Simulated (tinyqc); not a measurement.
Inside a calculation. Method: G0W0 on RHF in the sto-3g basis, for H3+, spin multiplicity 1. One step of it, computed by the program tinyqc.

Question. G0W0 on Hartree-Fock: HOMO. W(p,q,m) = sqrt2 sum_ia (pq|ia) (X+Y)_ia,m; Sigma_c(x) = sum_(i,m) W^2/(x - e_i + w_m) + sum_(a,m) W^2/(x - e_a - w_m); solve x = e_p + Sigma_c(x) by Newton steps; Z = 1/(1 - dSigma/dx); 1 hartree = 27.211386 eV.

orbital energies (hartree): MO1 -1.134243, MO2 -0.064918, MO3 -0.064835

Two-electron integrals over orbitals (pq|rs), unique and non-zero (hartree):
```
(11|11) 0.588030    (21|11) -0.000012   (21|21) 0.144001    (22|11) 0.571755
(22|21) 0.095072    (22|22) 0.655312    (31|31) 0.144001    (32|31) -0.095068
(32|32) 0.075477    (33|11) 0.571768    (33|21) -0.095078   (33|22) 0.504335
(33|33) 0.655318
```

excitation energies w (hartree): 1.326419  1.326506

X + Y:
```
            1         2
1>2  0.897872  0.000000
1>3  0.000000  0.897878
```

Give: The 12 largest terms at x = e_p; Newton steps; quasiparticle energy of the HOMO; Hartree-Fock value.

Answer.

The 12 largest terms at x = e_p (hartree; W for the signs of X + Y given):
```
q  m          W      term
2  1     0.1828   -0.0140
3  2     0.1829   -0.0140
1  1  -1.48e-05  1.65e-10
```

Newton steps (hartree):
```
step        x  Sigma_c(x)       Z
0     -1.1342     -0.0279  0.9885
1     -1.1618     -0.0276  0.9887
2     -1.1618     -0.0276  0.9887
```

quasiparticle energy of the HOMO = -31.6151 eV

Hartree-Fock value = -30.8643 eV
